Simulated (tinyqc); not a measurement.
Crystal pulling from the melt: segregation, interface stability, heat balance and point-defect regime: one step, computed by the program tinyqc.

A dilute solute; steady pulling with a flat interface unless it is found unstable.

Task: Constitutional supercooling. Liquidus slope per concentration (van 't Hoff): |m| = k_B T_m^2 (1 - k0)/L. Solute gradient at the interface: G_C = (V/D) C_s (1 - k0)/k0. Constitutional supercooling sets in when |m| G_C > G_L. Critical C_s from the equality.

Inputs (values chosen for the exercise, modelled on aluminium in silicon):
```
quantity,value,unit
equilibrium coefficient k0,0.002,-
diffusivity in the melt D,0.00037,cm^2/s
pull rate V,1.7,mm/min
gradient in the melt G_L,11,K/cm
latent heat per volume L,4150,J/cm^3
melting point T_m,1685,K
```

C_s = 7.420199e+15 1/cm^3

Constants: k_B = 1.380649e-23 J/K.

Give: |m|; |m| G_C; critical C_s; ratio |m| G_C/G_L.

Result:

|m| = 9.427e-21 K cm^3

|m| G_C = 0.2673 K/cm

critical C_s = 3.054e+17 1/cm^3

ratio |m| G_C/G_L = 0.02430

The interface is stable by this test, with a margin of 41.
